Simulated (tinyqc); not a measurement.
Worked calculation: tight binding, dimerised chain. One step of it, computed by the program tinyqc.

Task: Bloch Hamiltonian at X. H_AA = +delta, H_BB = -delta, H_AB = -t1 - t2 exp(-i k a).

Parameters chosen for this model:

| parameter | value | unit |
|---|---|---|
| t1 | 0.990000 | eV, inside the cell |
| t2 | 1.580000 | eV, between cells |
| delta | 0 | eV, +/- on the two sites |

k point X (2 pi / a): 0.500000

Give: H(k) at X.

Result:

H(k) at X (eV):
```
        A       B
A  0.0000  0.5900
B  0.5900  0.0000
```
